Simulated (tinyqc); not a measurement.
Adsorption as a lattice gas: isotherms with interactions, competition, desorption peaks and saturation dose: one step, computed by the program tinyqc.

One adsorbate per site; a molecule needs 1 empty site. Gas and surface have the same temperature.

Question. Desorption peak without interaction. The peak obeys E/(k_B T_p^2) = (nu/beta) exp(-E/(k_B T_p)) exactly. Redhead's shortcut, with the constant 3.46 (3.64 is also in use), reads E back as k_B T_p [ln(nu' T_p/beta) - 3.46], nu' = nu.

Inputs (values chosen for the exercise, for a model surface): desorption energy E = 1.55 eV; prefactor nu = 3.3e+13 1/s; heating rate beta = 1.6 K/s.

Adsorption: molecular (first order).

Constants: k_B = 8.617333262e-05 eV/K.

Give: peak temperature T_p; E by Redhead's shortcut.

Answer.

peak temperature T_p = 538.0 K

E by Redhead's shortcut = 1.552 eV

The shortcut misses by +0.15 %, since 3.46 stands for ln(E/(k_B T_p)) = 3.51. A prefactor wrong by a factor 100 would shift E by 0.213 eV.
